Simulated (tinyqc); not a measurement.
# Strained alloy layer of InAs and GaAs on (001) InP, model-solid band line-up: gaps, strain and offsets against composition

The layer is x parts of the first compound and 1 - x of the second, grown coherently on the third as substrate and barrier. Rows of the table: lattice constant a, average valence level Ea on an absolute scale, spin-orbit splitting so, gaps at Gamma, X and L, hydrostatic deformation potentials av and ac (Gamma), shear potential b, elastic constants, electron and heavy-hole (along z) masses. All are interpolated linearly in x; gaps get -C x (1 - x), taken wholly in the conduction band; real line-ups can differ from this model by 0.1 eV or more.

In-plane strain e = (a_substrate - a)/a, e_z = -2 (c12/c11) e, volume change 2 e + e_z. With v = 2 e + e_z and d = 2 b (e_z - e): Eav = Ea + av v; E_hh = Eav + so/3 - d/2; E_lh = Eav - so/6 + d/4 + sqrt(so^2 + so d + 9 d^2/4)/2; E_c = Ea + so/3 + EG + ac v (Gamma). Substrate: E_v = Ea + so/3, E_c = E_v + EG. Well depths: dEc = E_c(substrate) - E_c, dEhh = E_hh - E_v(substrate), dElh likewise; strained Gamma gap E_c - max(E_hh, E_lh); positive values confine carriers in the layer. Matthews-Blakeslee for 60-degree dislocations in a single layer: hc = k (ln(hc/bv) + 1), k = bv (1 - nu/4)/(4 pi |e| (1 + nu)), nu = c12/(c11 + c12), bv = a/sqrt(2); the larger root. The valence offset is the larger of dEhh and dElh; a dash marks |e| under 0.02 % or no root.

Parameters, values chosen for the exercise: bowing of the Gamma gap CG = 0.477 eV; bowing of the X gap CX = 1.4 eV; bowing of the L gap CL = 0.33 eV.

Binary compounds, values chosen for the exercise:
```
              close to InAs  close to GaAs  close to InP
a (angstrom)          6.058          5.653         5.869
Ea (eV)               -6.67          -6.92         -7.04
so (eV)               0.377          0.344         0.111
EG (eV)               0.357           1.43          1.36
EX (eV)                1.36           1.89          2.18
EL (eV)                1.07            1.7          1.96
av (eV)                   1           1.15          1.28
ac (eV)               -5.08          -7.22         -4.98
b (eV)                 -1.8          -1.72         -1.71
c11 (GPa)              83.5            118           102
c12 (GPa)              45.7             53          56.1
me (m0)              0.0232          0.067        0.0805
mh (m0)               0.334          0.345         0.527
```

Results:
columns A: x; B: e (%); C: relaxed Gamma gap (eV); D: lower of X and L gaps (eV); E: strained Gamma gap (eV); F: E_hh - E_lh (meV); G: dEc (eV); H: valence offset (eV); I: hc (nm)
```
A           B       C      D       E       F       G       H     I
0.25    1.994   1.072  1.481  0.8191  -154.8  0.1666  0.3742  3.61
0.41   0.8584  0.8747  1.334  0.7745  -63.53  0.2371  0.3484  11.4
0.49   0.2999  0.7850  1.280  0.7518  -21.46  0.2683  0.3399  42.8
0.57  -0.2524  0.7015  1.245  0.7105   17.32  0.2968  0.3526  52.8
0.66  -0.8665  0.6148  1.210  0.6426   56.20  0.3256  0.3918  11.3
0.74   -1.406  0.5442  1.170  0.5845   86.07  0.3481  0.4274  5.93
0.82   -1.940  0.4797  1.135  0.5287   111.4  0.3677  0.4637  3.76
0.9    -2.468  0.4214  1.103  0.4750   132.6  0.3843  0.5007  2.62
```

Estimate the missing row, x = 0.33.

Computed row:
columns A: x; B: e (%); C: relaxed Gamma gap (eV); D: lower of X and L gaps (eV); E: strained Gamma gap (eV); F: E_hh - E_lh (meV); G: dEc (eV); H: valence offset (eV); I: hc (nm)
```
A         B       C      D       E       F       G       H     I
0.33  1.423  0.9704  1.406  0.7968  -108.2  0.2032  0.3600  5.82
```

With this row back in the table: The relaxed Gamma gap falls from 1.07 to 0.421 eV and the strained one falls from 0.819 to 0.475 eV. The lattice matches the substrate at x = 0.533; the heavy hole is on top where the layer is compressed (e < 0) and the light hole where it is stretched. dEc rises from 0.167 to 0.384 eV and the valence offset goes from 0.374 through a minimum of 0.340 (at x = 0.49 among the rows listed) to 0.501 eV. At the largest strain listed, -2.47 %, strain changes the gap by 53.7 meV.

Numbers from tinyqc (`OMP_NUM_THREADS=1 python tinyqc.py 2690159 2690160 out.jsonl`; about 0.01 s on one thread of a shared Intel Xeon 2.30GHz).
